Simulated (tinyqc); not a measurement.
Double-gate transistor below threshold, two-dimensional Poisson equation on a small mesh: one step of the calculation.

Half of a symmetric double-gate structure: row 0 is the mid-plane of the body, where the normal field vanishes. Mobile charge is neglected (subthreshold), the body is fully depleted, and potentials are counted from the intrinsic level; rows run upward to the gate, columns from source to drain.

Question. Jacobi sweep. Free nodes: rows 0..3, columns 1..4, taken row by row from row 0, left to right. t = (up psi(above) + dn psi(below) + lat [psi(left) + psi(right)] + s)/(up + dn + 2 lat), with all neighbours from the previous sweep; psi(new) = t.

psi after iteration 1 (V):
```
              j=0         j=1         j=2         j=3         j=4         j=5
row 0   0.4800000   0.0355030   0.0000000   0.0000000   0.1094675   1.4800000
row 1   0.4800000   0.0355030   0.0000000   0.0000000   0.1094675   1.4800000
row 2   0.4800000   0.0306785   0.0000000   0.0000000   0.0945919   1.4800000
row 3   0.1700000  -0.0527246  -0.0621982  -0.0621982  -0.0248612   0.6700000
row 4  -0.1400000  -0.1400000  -0.1400000  -0.1400000  -0.1400000  -0.1400000
```

```
row         up         dn        lat  s (V)
0    19.848000          0  1.7229167      0
1    19.848000  19.848000  3.4458333      0
2    25.411765  19.848000  3.3166667      0
3    25.411765  25.411765  3.1875000      0
```

Give: psi after iteration 2.

Answer.

psi after iteration 2 (V):
```
           j=0      j=1      j=2      j=3      j=4      j=5
row 0   0.4800   0.0658   0.0026   0.0081   0.2027   1.4800
row 1   0.4800   0.0637   0.0026   0.0081   0.1964   1.4800
row 2   0.4800   0.0184  -0.0285  -0.0244   0.1243   1.4800
row 3   0.1700  -0.0426  -0.0686  -0.0670   0.0137   0.6700
row 4  -0.1400  -0.1400  -0.1400  -0.1400  -0.1400  -0.1400
```

Program tinyqc, `OMP_NUM_THREADS=1 python tinyqc.py 2480145 2480146 out.jsonl`; Intel Xeon 2.30GHz, shared host, one thread, about 0.1 s.
